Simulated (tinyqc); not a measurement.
Lossy on-chip transmission line with skin effect: one step of the calculation.

A uniform line in a homogeneous dielectric: c = sqrt(er)/(c0 Z0), l = Z0 sqrt(er)/c0 (c0 = 299792458 m/s), g = w c td, w = 2 pi f. The resistance joins its limits as r = sqrt(r_dc^2 + r_hf^2), with r_dc = rho/(wd th), r_hf = kr rho/(2 delta (wd + th)), delta = sqrt(rho/(pi f mu0)), mu0 = 4 pi 1e-7 H/m; this is an interpolation, and internal inductance, up to 0.05 nH/mm at low frequency, is neglected.

Question. Propagation constant and impedance. gamma = sqrt((r + i w l)(g + i w c)) = alpha + i beta, Zc = sqrt((r + i w l)/(g + i w c)), roots with positive real part; loss 8.685889638 alpha in dB; phase velocity w/beta.

Values chosen for this exercise: length len = 0.91 mm; frequency f = 0.33 GHz.

r = 16.693790 ohm/mm
l = 0.28887498 nH/mm
c = 115.54999 pF/m
g = 0 S/m

Find: gamma len; Zc; loss; phase velocity over c0; r/(w l).

Answer.

gamma len = 0.03997+0.04143i
Zc = 190.0-183.3i ohm
loss = 0.3815 dB/mm
phase velocity over c0 = 0.1519
r/(w l) = 27.87

r exceeds w l, so the line behaves mainly as an RC line at this frequency.

Computed by the program tinyqc: `OMP_NUM_THREADS=1 python tinyqc.py 2810226 2810227 out.jsonl`, one thread of a shared Intel Xeon 2.30GHz, about 0.01 s for the whole run.
